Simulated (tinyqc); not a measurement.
Well width for a wanted wavelength.

Question. The layer is x parts of the first compound and 1 - x of the second, grown coherently on the second as substrate and barrier. Rows of the table: lattice constant a, average valence level Ea on an absolute scale, spin-orbit splitting so, gaps at Gamma, X and L, hydrostatic deformation potentials av and ac (Gamma), shear potential b, elastic constants, electron and heavy-hole (along z) masses. All are interpolated linearly in x; gaps get -C x (1 - x), taken wholly in the conduction band; real line-ups can differ from this model by 0.1 eV or more. In-plane strain e = (a_substrate - a)/a, e_z = -2 (c12/c11) e, volume change 2 e + e_z. With v = 2 e + e_z and d = 2 b (e_z - e): Eav = Ea + av v; E_hh = Eav + so/3 - d/2; E_lh = Eav - so/6 + d/4 + sqrt(so^2 + so d + 9 d^2/4)/2; E_c = Ea + so/3 + EG + ac v (Gamma). Substrate: E_v = Ea + so/3, E_c = E_v + EG. Well depths: dEc = E_c(substrate) - E_c, dEhh = E_hh - E_v(substrate), dElh likewise; strained Gamma gap E_c - max(E_hh, E_lh); positive values confine carriers in the layer. Lowest level of a finite well of width Lw and depth V: kw Lw/2 = arctan(sqrt((mw/mb)(V - E)/E)), kw = sqrt(mw E/C), C = hbar^2/(2 m0), for electrons (dEc) and heavy holes (dEhh), mb from the substrate; transition E_c - E_hh + both levels, without exciton binding; wavelength h c/E. Find Lw and the two levels.

Parameters, values chosen for the exercise: fraction of the first compound in the layer x = 0.35; bowing of the Gamma gap CG = 0.1 eV; bowing of the X gap CX = 0.27 eV; bowing of the L gap CL = 0.27 eV.

Constants: q = 1.602176634e-19 C, hbar = 1.054571817e-34 J s, h = 6.62607015e-34 J s, m0 = 9.1093837015e-31 kg, c = 299792458 m/s, hbar^2/(2 m0) = 0.0380998212 eV nm^2. Results are converted to the units shown.

Binary compounds, values chosen for the exercise:

|  | close to InAs | close to InP |
|---|---|---|
| a (angstrom) | 6.058 | 5.869 |
| Ea (eV) | -6.67 | -7.04 |
| so (eV) | 0.385 | 0.111 |
| EG (eV) | 0.355 | 1.33 |
| EX (eV) | 1.37 | 2.18 |
| EL (eV) | 1.06 | 1.91 |
| av (eV) | 0.994 | 1.28 |
| ac (eV) | -5.14 | -5.05 |
| b (eV) | -1.8 | -1.69 |
| c11 (GPa) | 82.8 | 102 |
| c12 (GPa) | 45.2 | 55.7 |
| me (m0) | 0.0232 | 0.0802 |
| mh (m0) | 0.332 | 0.533 |

wavelength = 1115.4118 nm

Solution. Both levels fall steadily as the well widens, so the wavelength rises steadily and one width matches.

Lw = 3.40 nm
electron level = 87.9 meV
heavy-hole level = 34.6 meV

tinyqc, about 0.01 s, one thread, Intel Xeon 2.30GHz (shared host): `OMP_NUM_THREADS=1 python tinyqc.py 2690077 2690078 out.jsonl`
